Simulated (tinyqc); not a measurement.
# Microkinetic model of low-temperature epitaxy from hydride gases: adsorption, hydrogen desorption and rate control, step by step

A worked calculation. Computed by tinyqc, a small Python program that keeps every step. Command: `OMP_NUM_THREADS=1 python tinyqc.py 3008339 3008340 out.jsonl hepi walk`. One thread of a shared host (Intel(R) Xeon(R) Processor @ 2.30GHz), about 0.01 s of CPU time with the checks. Intermediate numbers are printed to about 6 digits and carried at full precision; extremes and crossings named in words are read from the listed rows.

Each hydride molecule needs two free sites and leaves four hydrogen atoms, of which two leave at once as H2; theta is the hydrogen coverage, the site density is 6.78 per nm^2 and one layer is 1.358 angstrom thick.

Inputs (values chosen for the exercise, close to those used for silane and germane on Si(001)):

| quantity | value | unit |
|---|---|---|
| silane pressure p_S | 0.026 | Pa |
| sticking prefactor of silane s0 | 0.081 | - |
| adsorption barrier E_s | 0.28 | eV |
| desorption prefactor nu_d | 5e+11 | 1/s |
| desorption energy on silicon E_d | 2.06 | eV |
| hydrogen carrier pressure p_H | 0 | Pa |
| sticking of hydrogen s_H | 3.6e-08 | - |
| temperature T | 600 | C |
| germane pressure p_G | 0.00037 | Pa |
| sticking ratio of germane to silane r_G | 3.2 | - |
| lowering of E_d per unit germanium fraction, dE | 0.44 | eV |

Film: silicon-germanium. Order of hydrogen desorption: first.

Constants: k_B = 8.617333262e-05 eV/K; u = 1.6605390666e-27 kg; k_B = 1.380649e-23 J/K.

## Rate constants

Flux per site F = p/(sqrt(2 pi M k_B T) x 6.78e18 per m^2), M = 32.12 u (silane), 76.63 u (germane), 2.016 u (hydrogen); s = s0 exp(-E_s/(k_B T)); k_S = s F_S, k_G = r_G s F_G; germanium fraction x = k_G/(k_S + k_G); k = k_S + k_G; k_H = s_H F_H; k_d = nu_d exp(-(E_d - dE x)/(k_B T)). Temperatures in kelvin are T(C) + 273.15.

k = 0.121762 1/s

germanium fraction x = 0.0286383

k_H = 0 1/s

k_d = 0.761175 1/s

## Coverage and growth rate

With k the hydride and k_H the hydrogen adsorption rate on free pairs and k_d the desorption rate, steady state: 2 (k + k_H)(1 - theta)^2 = k_d theta; growth rate R = k (1 - theta)^2 layers/s; 1 layer/s = 8.148 nm/min. With c = 2 (k + k_H)/k_d the free share is 1 - theta = 2/(1 + sqrt(1 + 4c)).

c = 0.319933

hydrogen coverage theta = 0.203149

growth rate R in layers = 0.0773158 layers/s

growth rate G = 0.629969 nm/min

Adsorption and desorption share control.

## Degrees of rate control

X_i = d ln R/d ln k_i at fixed other constants. With f = 1 - theta and a = 2/f + 1/theta: d ln f/d ln k_d = 1/(a f), so X_d = 2/(a f), X_k = 1 - X_d k/(k + k_H), X_H = -X_d k_H/(k + k_H); they sum to 1.

X_d (desorption) = 0.337695

X_k (hydride adsorption) = 0.662305

X_H (hydrogen adsorption) = 0

## Two regimes over temperature

Limits: desorption-limited R = k_d k/(2 (k + k_H)), adsorption-limited R = k.

Growth:

| T (C) | theta | G (nm/min) | desorption limit (nm/min) | adsorption limit (nm/min) |
|---|---|---|---|---|
| 400 | 9.50707e-01 | 9.08766e-04 | 9.55884e-04 | 0.37401 |
| 450 | 8.62918e-01 | 9.46724e-03 | 1.09712e-02 | 0.50381 |
| 500 | 6.88481e-01 | 6.32284e-02 | 9.18375e-02 | 0.65154 |
| 550 | 4.36232e-01 | 2.59061e-01 | 5.93861e-01 | 0.81508 |
| 600 | 2.03149e-01 | 6.29969e-01 | 3.10103e+00 | 0.99212 |
| 650 | 7.46531e-02 | 1.01069e+00 | 1.35384e+01 | 1.18034 |
| 700 | 2.57386e-02 | 1.30751e+00 | 5.07995e+01 | 1.37750 |
| 750 | 9.26762e-03 | 1.55235e+00 | 1.67502e+02 | 1.58152 |
| 800 | 3.59706e-03 | 1.77765e+00 | 4.94194e+02 | 1.79050 |
| 850 | 1.50791e-03 | 1.99671e+00 | 1.32416e+03 | 2.00274 |

The apparent activation energy of G is 1.97 eV between the first rows and 0.24 eV between the last; full hydrogen cover gives a value near the desorption energy (plus E_s where k_H far exceeds k), a bare surface one near E_s less k_B T/2 from the flux. The coverage passes one half between 500 and 550 C, the knee of the Arrhenius plot.

Checks made by the program: steady coverage against time integration of d theta/dt (relative difference below 1e-10); degree of control against a finite difference (relative difference 1e-10).
